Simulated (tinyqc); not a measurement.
On-chip power grid, static voltage drop by conjugate gradients: one step of the calculation.

A grid of 4 rows and 3 columns, node k = 3 row + column. Neighbours in a row are joined by Rx, in a column by Ry; pad nodes, which reach the supply through Rp: 0. Each node draws I0, node 8 draws kh I0. The drops u = Vdd - V solve G u = i, with G the conductance matrix (1/Rp added on the diagonal at pad nodes).

Task. Diagonal of G, loads and first direction. G_kk = sum of the conductances at node k. Start u = 0, so the residual is r = i; p = r.

Values chosen for this exercise:
- Rx = 0.59 ohm (resistance of a horizontal segment)
- Ry = 0.41 ohm (resistance of a vertical segment)
- Rp = 0.34 ohm (resistance from a pad node to the supply)
- I0 = 1.9 mA (load current of an ordinary node)
- kh = 8 (factor on the load at the hot node)

Wanted: G_kk; r at the start; p at the start.

Result.

G_kk (S):
```
        col 0   col 1   col 2
row 0  7.0751  5.8289  4.1339
row 1  6.5730  8.2679  6.5730
row 2  6.5730  8.2679  6.5730
row 3  4.1339  5.8289  4.1339
```

r at the start (mA):
```
        col 0   col 1   col 2
row 0  1.9000  1.9000  1.9000
row 1  1.9000  1.9000  1.9000
row 2  1.9000  1.9000  15.200
row 3  1.9000  1.9000  1.9000
```

p at the start (mA):
```
        col 0   col 1   col 2
row 0  1.9000  1.9000  1.9000
row 1  1.9000  1.9000  1.9000
row 2  1.9000  1.9000  15.200
row 3  1.9000  1.9000  1.9000
```

Computed by the program tinyqc: `OMP_NUM_THREADS=1 python tinyqc.py 2770156 2770157 out.jsonl`, one thread of a shared Intel Xeon 2.30GHz, about 0.1 s for the whole run.
